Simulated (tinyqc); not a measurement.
# Trap density and grain size from the barrier

Inverse problem. With all traps filled Vb = q Qt^2/(8 eps0 eps_r N), and in that limit the barrier is largest at N* = Qt/Lg. Find Qt, Lg and the depleted width Qt/N.

Inputs (values chosen for the exercise): relative permittivity of the semiconductor eps_r = 11.7.

Constants: q = 1.602176634e-19 C, eps0 = 8.8541878128e-14 F/cm where lengths are in cm. Results are converted to the units shown.

barrier at N = 3.2e18 cm^-3 = 0.061863686 V
doping of the largest barrier = 1.0666667e18 cm^-3

Solution. The barrier gives Qt, and N* then gives Lg.

Qt = 3.200e12 cm^-2
Lg = 30.00 nm
depleted width = 10.00 nm

Numbers from tinyqc (`OMP_NUM_THREADS=1 python tinyqc.py 2610046 2610047 out.jsonl`; about 0.01 s on one thread of a shared Intel Xeon 2.30GHz).
